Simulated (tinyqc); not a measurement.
Fermi velocity from one capacitance.

Inverse problem. At zero temperature and without traps graphene has Cq = 2 q^3 phi/(pi hbar^2 vF^2), charge Cq phi/2, 1/C_G = 1/Cox + 1/Cq and Vg = phi + Cq phi/(2 Cox). Find Cq, phi, vF and n.

Constants: q = 1.602176634e-19 C, hbar = 1.054571817e-34 J s. Results are converted to the units shown.

Vg = 0.38996099 V
C_G = 2.4096048 uF/cm^2
Cox = 3.9691187 uF/cm^2

Solution. The series relation gives Cq, the voltage relation phi = Vg/(1 + Cq/(2 Cox)), and the formula for Cq then vF.

Cq = 6.133 uF/cm^2
phi = 0.2200 V
vF = 9.190e5 m/s
n = 4.210e12 cm^-2

Numbers from tinyqc (`OMP_NUM_THREADS=1 python tinyqc.py 2200002 2200003 out.jsonl`; about 0.01 s on one thread of a shared Intel Xeon 2.30GHz).
